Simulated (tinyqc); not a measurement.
UHF in the sto-6g basis, for BeH+, spin multiplicity 1, step by step (part 4 of 4). This run ends on a higher stationary point, not on the lowest solution. Computed by tinyqc, a small Python program that keeps every step (integrals from PySCF). Command: `OMP_NUM_THREADS=1 python tinyqc.py 22971 22972 out.jsonl` (the two numbers bound the seeds that draw the settings). One thread of a shared host (Intel(R) Xeon(R) Processor @ 2.60GHz), about 0.2 s of CPU time with the checks.

Geometry (angstrom):
```
atom         x         y         z
Be    0.000000  0.000000  0.000000
H     0.000000  0.000000  2.615000
```

## Convergence

Stop when the energy changes by less than 1e-08 hartree and every element of the error matrix X^T (F D S - S D F) X (for each spin) is below 3e-05.

Course of the cycle:
```
iteration   E (hartree)     change  largest element of the error matrix
1          -14.36150446          -                             1.23e-01
2          -14.47418095  -1.13e-01                             4.79e-02
3          -14.53929052  -6.51e-02                             3.11e-02
4          -14.58562357  -4.63e-02                             2.71e-02
5          -14.60894253  -2.33e-02                             1.96e-02
6          -14.61577251  -6.83e-03                             2.09e-02
7          -14.63513555  -1.94e-02                             5.56e-03
8          -14.64321289  -8.08e-03                             4.22e-03
9          -14.64669229  -3.48e-03                             2.12e-03
10         -14.64783294  -1.14e-03                             6.23e-04
11         -14.64823744  -4.05e-04                             2.64e-04
12         -14.64838417  -1.47e-04                             7.73e-05
13         -14.64843203  -4.79e-05                             2.30e-05
14         -14.64844674  -1.47e-05                             6.90e-06
15         -14.64845118  -4.44e-06                             2.07e-06
16         -14.64845251  -1.34e-06                             6.22e-07
17         -14.64845292  -4.01e-07                             1.87e-07
18         -14.64845304  -1.20e-07                             5.62e-08
19         -14.64845307  -3.61e-08                             1.68e-08
20         -14.64845308  -1.08e-08                             5.05e-09
21         -14.64845309  -3.25e-09                             1.51e-09
```

PySCF UHF in the same basis, after a stability check = -14.73218370 hartree

Converged in 21 iterations. But the solution lies 0.08373 hartree above the reference: it is another stationary point, not the lowest one. Reruns (cap 100 unless said): DIIS 8: converged in 13 to a higher stationary point; damping 0.5: converged in 76 to a higher stationary point; level shift 0.5: converged in 84 to a higher stationary point; atomic densities as start, DIIS 8: converged in 11 to a higher stationary point.

## Populations, bond orders and dipole

D(alpha) after iteration 21:
```
            1Be 1s     1Be 2s   1Be 2px   1Be 2py    1Be 2pz      2H 1s
1Be 1s    1.039004  -0.158201  0.000000  0.000000  -0.038539  -0.111769
1Be 2s   -0.158201   0.640349  0.000000  0.000000   0.134971   0.407379
1Be 2px   0.000000   0.000000  0.000000  0.000000   0.000000   0.000000
1Be 2py   0.000000   0.000000  0.000000  0.000000   0.000000   0.000000
1Be 2pz  -0.038539   0.134971  0.000000  0.000000   0.028476   0.085924
2H 1s    -0.111769   0.407379  0.000000  0.000000   0.085924   0.259291
```

D(beta) after iteration 21:
```
            1Be 1s     1Be 2s   1Be 2px   1Be 2py    1Be 2pz      2H 1s
1Be 1s    1.039004  -0.158201  0.000000  0.000000  -0.038539  -0.111769
1Be 2s   -0.158201   0.640349  0.000000  0.000000   0.134971   0.407379
1Be 2px   0.000000   0.000000  0.000000  0.000000   0.000000   0.000000
1Be 2py   0.000000   0.000000  0.000000  0.000000   0.000000   0.000000
1Be 2pz  -0.038539   0.134971  0.000000  0.000000   0.028476   0.085924
2H 1s    -0.111769   0.407379  0.000000  0.000000   0.085924   0.259291
```

overlap S:
```
           1Be 1s    1Be 2s   1Be 2px   1Be 2py   1Be 2pz     2H 1s
1Be 1s   1.000000  0.254764  0.000000  0.000000  0.000000  0.003965
1Be 2s   0.254764  1.000000  0.000000  0.000000  0.000000  0.107858
1Be 2px  0.000000  0.000000  1.000000  0.000000  0.000000  0.000000
1Be 2py  0.000000  0.000000  0.000000  1.000000  0.000000  0.000000
1Be 2pz  0.000000  0.000000  0.000000  0.000000  1.000000  0.154190
2H 1s    0.003965  0.107858  0.000000  0.000000  0.154190  1.000000
```

Mulliken: Z minus the diagonal of D S on the atom; Loewdin: the same with S^(1/2) D S^(1/2); Mayer order: 2 sum_s sum (D(s) S)_ij (D(s) S)_ji over the two atoms.

Charges (e):
```
atom  Mulliken   Loewdin  Mulliken spin
1Be   0.632071  0.636023              0
2H    0.367929  0.363977              0
```

Mayer bond orders:
```
pair     order
2-1   0.864628
```

dipole moment about the origin, x y z (debye): 0.000000  0.000000  2.436366

<S^2> of the determinant (pure state: 0) = 0.000000
